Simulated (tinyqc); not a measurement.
Inside a calculation. Method: plane-wave Kohn-Sham cycle with exchange-only LDA in a layered model solid. Computed by tinyqc, a small Python program that keeps every step. Settings: points = 16, plane-wave index or count = 2, electrons = 2, k points = 2, area = 28.0, mixing = 0.5, iteration cap = 66, Kerker q0 = 0.97. Command: `OMP_NUM_THREADS=1 python tinyqc.py 30364 30365 out.jsonl` (the two numbers bound the seeds that draw the settings). One thread of a shared host (Intel(R) Xeon(R) Processor @ 2.60GHz), about 0.02 s of CPU time with the checks.

A solid whose potential varies along x alone (atomic units):
```
parameter                      value
period a                   14.900000
cross-section of the cell  28.000000
electrons per cell                 2
grid points                       16
plane waves -n..n, n               2
k points                           2
V1 in V1 cos(2 pi x/a)     -0.720000
```

Stop when sqrt(dV sum R^2) is below 1e-8, dV = a A/N.

Course of the cycle:
```
iteration  E (hartree)  norm of the residual
1           -1.3222166              1.39e-01
2           -1.2539272              1.21e-01
3           -1.1962421              1.07e-01
4           -1.1484304              9.56e-02
5           -1.1089702              8.59e-02
6           -1.0764247              7.75e-02
7           -1.0495786              7.03e-02
8           -1.0274305              6.38e-02
9           -1.0091598              5.81e-02
10          -0.9940944              5.29e-02
11          -0.9816820              4.82e-02
...                ...                   ...
56          -0.9268634              6.15e-04
57          -0.9268657              5.58e-04
58          -0.9268677              5.06e-04
59          -0.9268695              4.59e-04
60          -0.9268711              4.16e-04
61          -0.9268726              3.78e-04
62          -0.9268738              3.43e-04
63          -0.9268749              3.11e-04
64          -0.9268759              2.82e-04
65          -0.9268768              2.56e-04
66          -0.9268775              2.32e-04
```

Can the last value be used, and what does the course show?

Not by the stop rule, although the second column moves by less than 1e-05 over the last three steps. Not converged within 66 iterations: the residual falls steadily but slowly, by a factor of about 0.91 a step. Reruns (cap 100 unless said): mixing 0.1: not converged; mixing 0.5, Kerker q0 1.0: not converged; mixing 0.3, Pulay depth 5: converged in 12 (E = -0.92688); the original settings with a cap of 400: converged in 172 (E = -0.92688).
